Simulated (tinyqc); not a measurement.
Inside a calculation. Model: on-chip power grid, static voltage drop by conjugate gradients.

tinyqc, about 0.06 s, one thread, Intel Xeon 2.30GHz (shared host): `OMP_NUM_THREADS=1 python tinyqc.py 2770177 2770178 out.jsonl` Printed values are rounded.

A grid of 3 rows and 3 columns, node k = 3 row + column. Neighbours in a row are joined by Rx, in a column by Ry; pad nodes, which reach the supply through Rp: 0, 8. Each node draws I0, node 1 draws kh I0. The drops u = Vdd - V solve G u = i, with G the conductance matrix (1/Rp added on the diagonal at pad nodes).

Inputs (values chosen for the exercise):
```
symbol,value,unit,meaning
Vdd,0.8,V,supply voltage
Rx,0.29,ohm,resistance of a horizontal segment
Ry,0.24,ohm,resistance of a vertical segment
Rp,0.16,ohm,resistance from a pad node to the supply
I0,1.7,mA,load current of an ordinary node
kh,3,,factor on the load at the hot node
```

## Diagonal of G, loads and first direction

G_kk = sum of the conductances at node k. Start u = 0, so the residual is r = i; z = r/G_kk (Jacobi preconditioner), p = z.

G_kk (S):
```
	col 0	col 1	col 2
row 0	13.8649	11.0632	7.61494
row 1	11.7816	15.2299	11.7816
row 2	7.61494	11.0632	13.8649
```

r at the start (mA):
```
	col 0	col 1	col 2
row 0	1.7	5.1	1.7
row 1	1.7	1.7	1.7
row 2	1.7	1.7	1.7
```

p at the start (mV):
```
	col 0	col 1	col 2
row 0	0.122611	0.460987	0.223245
row 1	0.144293	0.111623	0.144293
row 2	0.223245	0.153662	0.122611
```

## Iteration 1: conjugate-gradient step

u at the start (mV):
```
	col 0	col 1	col 2
row 0	0	0	0
row 1	0	0	0
row 2	0	0	0
```

q = G p; with z = r/G_kk: a = (r.z)/(p.q); u(new) = u + a p; r(new) = r - a q; b = (r.z)(new)/(r.z); p(new) = z(new) + b p.

q (mA):
```
	col 0	col 1	col 2
row 0	-0.49083	3.44230	-0.49083
row 1	-0.12598	-1.85616	-0.12598
row 2	0.56891	0.04230	0.56891
```

a = 3.24556

u after iteration 1 (mV):
```
	col 0	col 1	col 2
row 0	0.39794	1.49616	0.72456
row 1	0.46831	0.36228	0.46831
row 2	0.72456	0.49872	0.39794
```

r after iteration 1 (mA):
```
	col 0	col 1	col 2
row 0	3.29302	-6.07217	3.29302
row 1	2.10886	7.72427	2.10886
row 2	-0.14643	1.56272	-0.14643
```

b = 2.33557

p after iteration 1 (mV):
```
	col 0	col 1	col 2
row 0	0.523874	0.527808	0.953847
row 1	0.516002	0.767882	0.516002
row 2	0.502176	0.500144	0.275807
```

## Iteration 2: conjugate-gradient step

As before.

q (mA):
```
	col 0	col 1	col 2
row 0	3.29345	-2.45584	3.29345
row 1	-0.84375	3.85298	-1.69209
row 2	-0.05060	-0.34901	-0.05060
```

a = 2.08447

u after iteration 2 (mV):
```
	col 0	col 1	col 2
row 0	1.48994	2.59636	2.71282
row 1	1.54390	1.96291	1.54390
row 2	1.77133	1.54126	0.97285
```

r after iteration 2 (mA):
```
	col 0	col 1	col 2
row 0	-3.57210	-0.95303	-3.57210
row 1	3.86762	-0.30716	5.63598
row 2	-0.04096	2.29022	-0.04096
```

b = 0.682640

p after iteration 2 (mV):
```
	col 0	col 1	col 2
row 0	0.099982	0.274159	0.182043
row 1	0.680520	0.504018	0.830614
row 2	0.337427	0.548430	0.185322
```

## Course of the conjugate-gradient iteration

Stop when |r| is below 1e-9 mA.

Course of the iteration:
```
iteration	largest u (mV)	|r| (mA)
1	1.49616	11.4
2	2.71282	8.86
3	2.89536	4.02
4	2.85635	1.89
5	2.86456	0.431
6	2.83384	0.255
7	2.82426	0.0413
8	2.82503	< 1e-11
```

Converged in 8 iterations for 9 unknowns; in exact arithmetic the method needs at most 9. The condition number of the scaled matrix is 24.6. Gauss-Seidel sweeps in node order need 140 to reach the same residual.

## Worst drop, pad currents and power lost

converged u (mV):
```
	col 0	col 1	col 2
row 0	1.53926	2.81246	2.82503
row 1	2.38646	2.63174	2.42743
row 2	2.62267	2.41510	1.45274
```

Pad current u/Rp; worst drop as a share of Vdd; power lost in the grid and pads sum_k i_k u_k; power delivered sum_k i_k (Vdd - u_k).

worst drop = 2.82503 mV
share of Vdd = 0.353128 %
pad currents (mA): node 0 9.62036, node 8 9.07964
power lost = 0.0454542 mW
power delivered = 14.9145 mW

The pad currents add up to the total load, 18.70 mA. The worst drop is at node 2, not at the hot node.
